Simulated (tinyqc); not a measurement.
Worked calculation: extended Hueckel theory, for H3+. The parameters take no account of the charge, which enters only through the electron count. Computed by tinyqc, a small Python program that keeps every step (integrals from PySCF). Settings: charge = 1, K = 1.75, multiplicity = 1. Command: `OMP_NUM_THREADS=1 python tinyqc.py 30811 30812 out.jsonl` (the two numbers bound the seeds that draw the settings). One thread of a shared host (Intel(R) Xeon(R) Processor @ 2.60GHz), about 0.01 s of CPU time with the checks.

## Overlaps

Geometry (angstrom):
```
atom         x         y         z
H     0.000000  0.000000  0.000000
H     0.000000  0.000000  0.884000
H     0.000000  0.766000  0.442000
```

Parameters chosen for this run:
```
element  shell  Slater exponent   H_ii (eV)
H           1s         1.300000  -13.600000
```

Slater orbitals, each expanded in six Gaussians scaled to its exponent.

overlap S:
```
          1H 1s     2H 1s     3H 1s
1H 1s  1.000000  0.540724  0.540483
2H 1s  0.540724  1.000000  0.540483
3H 1s  0.540483  0.540483  1.000000
```

## Wolfsberg-Helmholz matrix

diagonal H_ii (eV): 1H 1s -13.600000, 2H 1s -13.600000, 3H 1s -13.600000

K = 1.750000

H_ij = K' S_ij (H_ii + H_jj)/2 for i != j (the diagonal keeps H_ii), with K' = 1.75.

H (eV):
```
            1H 1s       2H 1s       3H 1s
1H 1s  -13.600000  -12.869239  -12.863494
2H 1s  -12.869239  -13.600000  -12.863494
3H 1s  -12.863494  -12.863494  -13.600000
```

## Orbitals

valence electrons = 2

Solve H C = S C e through S^(-1/2); fill by pairs from the bottom, a degenerate level sharing its electrons equally; each orbital has its largest coefficient positive (the first on a tie).

orbital energies (eV): -18.898809  -1.606668  -1.591116

occupations: 2.000000  0.000000  0.000000

coefficients:
```
            MO1        MO2        MO3
1H 1s  0.400232  -0.602133   1.043394
2H 1s  0.400232  -0.602133  -1.043394
3H 1s  0.400172   1.204445   0.000000
```

sum of one-electron energies = -37.797618 eV

## Mulliken analysis

P = C n C^T; charge = valence electrons (H 1) minus the sum of (P S)_ii on the atom; overlap population = 2 sum P_ij S_ij between two atoms.

charges: 1H 0.333267, 2H 0.333267, 3H 0.333466

Overlap populations:
```
pair     value
2-1   0.346465
3-1   0.346259
3-2   0.346259
```
